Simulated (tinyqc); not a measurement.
Order-disorder in a binary alloy on two sublattices: Bragg-Williams and pair (quasi-chemical) approximations. Changing the temperature T. Computed by tinyqc, a small Python program. Command: `OMP_NUM_THREADS=1 python tinyqc.py 3023507 3023508 out.jsonl order sweep`. One thread of a shared host (Intel(R) Xeon(R) Processor @ 2.30GHz), about 0.01 s of CPU time with the checks.

All z = 6 neighbours of a site lie on the other sublattice. B fills the sublattices with x + eta/2 and x - eta/2; energies are per site, from the pure components: u = -z w y with y the probability of an A-B bond taken in one order.

Inputs (values chosen for the exercise, for a model alloy): ordering energy w = (e_AA + e_BB)/2 - e_AB = 23.8 meV; fraction x of B = 0.5.

Lattice: simple cubic (z = 6). Method: plain iteration, 400 steps.

scattering factors f_A, f_B (electrons): 33  53

Constants: k_B = 8.617333262e-05 eV/K.

Method:
- Bragg-Williams: u = -z w [x (1 - x) + eta^2/4]; minimising f gives ln[a (1 - b)/(b (1 - a))] = 2 z w eta/(k_B T) =: ln Q, a = x + eta/2, b = x - eta/2. For given Q this is a quadratic for eta, (Q - 1) eta^2/4 - (Q + 1) eta/2 + (Q - 1) x (1 - x) = 0, smaller root: the map eta -> phi(eta).
- Plain iteration eta = phi(eta), 400 steps at most; start at 0.999 times 2x; stop when |phi - eta| < 1e-10.
- a = x + eta/2, b = x - eta/2; u = -z w [x (1 - x) + eta^2/4]; s/k_B = [s2(a) + s2(b)]/2, s2(c) = -c ln c - (1 - c) ln(1 - c); gain on ordering = f(eta) - f(0), f = u - T s. Superlattice over fundamental intensity = [eta (f_B - f_A)/2]^2/[(1 - x) f_A + x f_B]^2.

One run for each value:

| temperature T (K) | order parameter eta | B fraction on the A sublattice | entropy s (k_B/site) | gain on ordering (meV/site) | intensity ratio |
|---|---|---|---|---|---|
| 212 | 0.9992 | 4.054e-04 | 0.0036 | -2.304e+01 | 0.05400 |
| 286 | 0.9937 | 3.149e-03 | 0.0213 | -1.869e+01 | 0.05340 |
| 360 | 0.9781 | 1.096e-02 | 0.0604 | -1.452e+01 | 0.05174 |
| 434 | 0.9478 | 2.611e-02 | 0.1210 | -1.067e+01 | 0.04858 |
| 508 | 0.8988 | 5.060e-02 | 0.2003 | -7.264e+00 | 0.04369 |
| 582 | 0.8263 | 8.685e-02 | 0.2952 | -4.416e+00 | 0.03693 |
| 656 | 0.7221 | 1.389e-01 | 0.4030 | -2.216e+00 | 0.02820 |
| 730 | 0.5684 | 2.158e-01 | 0.5216 | -7.387e-01 | 0.01747 |
| 804 | 0.2947 | 3.527e-01 | 0.6491 | -4.678e-02 | 0.00470 |

Over the rows, order parameter eta falls from 0.999 to 0.295 (exponent d ln y / d ln x -0.018 between the first rows and -6.8 between the last); B fraction on the A sublattice rises from 4.05e-4 to 0.353 (exponent d ln y / d ln x 6.8 between the first rows and 5.1 between the last); entropy s (k_B/site) rises from 0.00357 to 0.649 (exponent d ln y / d ln x 6.0 between the first rows and 2.3 between the last). Near T_c mean-field theory gives eta^2 linear in T_c - T; from the last two rows eta^2 extrapolates to zero at 831.2 K, against T_c = 828.6 K.

Caution (rows 582, 656, 730, 804): T is near or above the T_c of the better pair approximation, so the true long-range order is lower than Bragg-Williams gives.
